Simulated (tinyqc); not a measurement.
Inside a calculation. Model: junction field-effect transistor with two gates, gradual channel with velocity saturation.

Program tinyqc, `OMP_NUM_THREADS=1 python tinyqc.py 2500101 2500102 out.jsonl`; Intel Xeon 2.30GHz, shared host, one thread, about 0.09 s. Printed values are rounded.

A uniformly doped n-type channel, depleted from both sides by p+ gates; at channel potential V the depleted share of a is u = sqrt((Vbi - Vg + V)/Vp), s at the source. Electrons drift with v = mu E/(1 + mu E/vsat). Abrupt depletion edge, no series resistance, source at 0.

Inputs (values chosen for the exercise); material values those of a made-up semiconductor: temperature T = 300 K; relative permittivity of the semiconductor eps_r = 10.1; conduction-band density of states at T Nc = 1.66e19 cm^-3; band gap Eg = 2.47 eV; valence-band density of states at T Nv = 2.93e19 cm^-3; donor density of the channel Nd = 5.2e16 cm^-3; half the channel thickness a = 260 nm; low-field mobility at this doping mu = 420 cm^2/(V s); saturation velocity vsat = 2.3e7 cm/s; gate length L = 2 um; gate width W = 50 um; acceptor density of the gates Na = 1.6e18 cm^-3; gate voltage Vg = 0 V; drain voltage Vd = 0.4 V.

Constants: q = 1.602176634e-19 C, kB = 1.380649e-23 J/K, Vt = kB T/q, eps0 = 8.8541878128e-14 F/cm where lengths are in cm. Results are converted to the units shown.

## Built-in and pinch-off voltages

ni = sqrt(Nc Nv) exp(-Eg/(2 Vt)), Eg in volts; Vbi = Vt ln(Na Nd/ni^2); Vp = q Nd a^2/(2 eps0 eps_r); G0 = 2 q mu Nd a W/L; Z = mu Vp/(vsat L); s = sqrt((Vbi - Vg)/Vp). VT = Vbi - Vp.

Vbi = 2.245773 V
Vp = 3.148911 V
VT = -0.9031379 V
G0 = 4.548900 mS
Z = 0.2875092
s = 0.8445060

Z = 0.288: velocity saturation is a small correction.

## Current below saturation

u = sqrt((Vbi - Vg + Vd)/Vp). I = (G0 Vp/3) F/(1 + Z (u^2 - s^2)), F = 3 (u^2 - s^2) - 2 (u^3 - s^3), with u at V = Vd; Z = 0 gives constant mobility, for which u stops at 1.

u = 0.9166343
F = 0.04532521
I for Z = 0 = 0.2164139 mA
I = 0.2087886 mA

The falling mobility lowers the current by 3.52 %.

## Iteration 1: the saturation point by Newton steps

u at the start = 0.92

a is the channel (half-)thickness, Vp its pinch-off voltage and Z = mu Vp/(vsat L); an iterate with u > 1 is an overshoot, not a physical state. f = (1 - u)(1 + Z (u^2 - s^2)) - Z F/3, F = 3 (u^2 - s^2) - 2 (u^3 - s^3); f' = -(1 + Z (u^2 - s^2)); u(new) = u - f/f'.

f = 0.07857495
f' = -1.038299
u after iteration 1 = 0.9956766

## Iteration 2: the saturation point by Newton steps

As before.

f = -0.001556362
f' = -1.079980
u after iteration 2 = 0.9942355

## Course of the iteration: the saturation point by Newton steps

Stop when u changes by less than 1e-10, or after 60 iterations.

Course of the iteration:
```
iteration	u	|change|
1	0.9956766	0.0757
2	0.9942355	1.44e-3
3	0.9942350	5.51e-7
4	0.9942350	8.03e-14
```

Converged in 4 iterations. The change falls from 0.076 in the first iteration to below the tolerance in the last.

## Saturation voltage, current and transconductance

um = 0.9942350

Vdsat = Vp (um^2 - s^2); Isat = (G0 Vp/Z)(1 - um), which is 2 q Nd vsat a W (1 - um); gm = G0 (um - s)/(1 + Z (um^2 - s^2)). For Z = 0: Vdsat = Vp (1 - s^2), Isat = (G0 Vp/3)(1 - 3 s^2 + 2 s^3), gm = G0 (1 - s).

Vdsat = 0.8669353 V
Isat = 0.2872220 mA
gm = 0.6311439 mS
Vdsat for Z = 0 = 0.9031379 V
Isat for Z = 0 = 0.3104313 mA
gm for Z = 0 = 0.7073267 mS

The current saturates with 0.577 % of the channel still open at the drain, at 0.925 of the constant-mobility current.
